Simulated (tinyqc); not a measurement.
Strain dependence: valley-orbit splitting of a donor ground state, with strain. Computed by tinyqc, a small Python program. Command: `OMP_NUM_THREADS=1 python tinyqc.py 3021677 3021678 out.jsonl valleyorbit walk`. One thread of a shared host (Intel(R) Xeon(R) Processor @ 2.30GHz), about 0.01 s of CPU time with the checks.

The basis is the 1s envelope in each valley; energies are counted from the unstrained conduction-band edge. The strain is e_s (a a^T - 1/3) for the unit stress axis a, so valley j along n_j moves by Xi_u e_s w_j with w_j = (n_j.a)^2 - 1/3: +2/3 for [111], -2/9 for the others.

Inputs (values chosen for the exercise, modelled on donors in germanium): single-valley binding energy E_0 = 9.42 meV; central-cell shift Lambda = 0.92 meV; coupling Delta_1 = 0.54 meV; shear deformation potential Xi_u = 16.6 eV; shear strain e_s = 0.001.

Valleys: four along <111>. Stress axis: [111].

Method:
- By symmetry: E(A1) = E_0 + Lambda + 3 Delta_1 (one state), E(T2) = E_0 + Lambda - Delta_1 (three), as binding energies.
- H_jj = -(E_0 + Lambda) + Xi_u e_s w_j; H_jk = -Delta_1 between any two valleys.
- The contact hyperfine ratio is A/A_0 = (sum_j c_j)^2/(number of valleys), c_j the valley amplitudes of the ground state; binding from the lowest valley edge.

E(A1) = 11.96 meV

Against strain:
```
e_s      Xi_u e_s (w_max - w_min) (meV)  binding (meV)  gap to next level (meV)    A/A_0
-0.0080                         -118.04         10.347                   116.98  0.25696
-0.0030                          -44.27         10.360                    43.23  0.26897
-0.0010                          -14.76         10.404                    13.80  0.31099
-0.0003                           -4.43         10.584                     3.83  0.49304
0.0003                             4.43         11.575                     1.77  0.87599
0.0010                            14.76         11.475                     1.68  0.79907
0.0030                            44.27         11.439                     1.64  0.76763
0.0080                           118.04         11.427                     1.63  0.75677
```

What follows from these numbers?

A/A_0 falls for either sign of strain, to 0.257 and 0.757 at the ends; its limits are the shares of the valleys that end up lowest, 1/4 under compression and 3/4 under tension. Near zero strain A/A_0 changes in second order, the binding in first. The binding energy drops from 11.96 meV to 10.35 and 11.43 meV, since fewer valleys share the valley-orbit gain.

Extremes, crossings and ranges named in words are read from the listed rows.
